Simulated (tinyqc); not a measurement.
# Pelgrom slope, floor and doping from two device sizes

Question. s^2 = A^2/(L W) + s0^2, with s0 independent of size and A = (q/Cox) sqrt(Na Wd/3) from random dopants alone, Cox = 3.9 eps0/ti. Find A, s0 and Na.

Inputs (values chosen for the exercise): oxide-equivalent thickness in inversion ti = 1.4 nm.

Constants: q = 1.602176634e-19 C, eps0 = 8.8541878128e-14 F/cm where lengths are in cm. Results are converted to the units shown.

s for gate areas 0.0072 and 0.22 um^2 (mV): 7.91026267  1.79393960
Wd = 49.8613843 nm

Solution. s^2 is linear in 1/area: slope A^2, intercept s0^2.

A = 0.6647 mV um
s0 = 1.100 mV
Na = 6.300e17 cm^-3

tinyqc, about 0.01 s, one thread, Intel Xeon 2.30GHz (shared host): `OMP_NUM_THREADS=1 python tinyqc.py 2090026 2090027 out.jsonl`
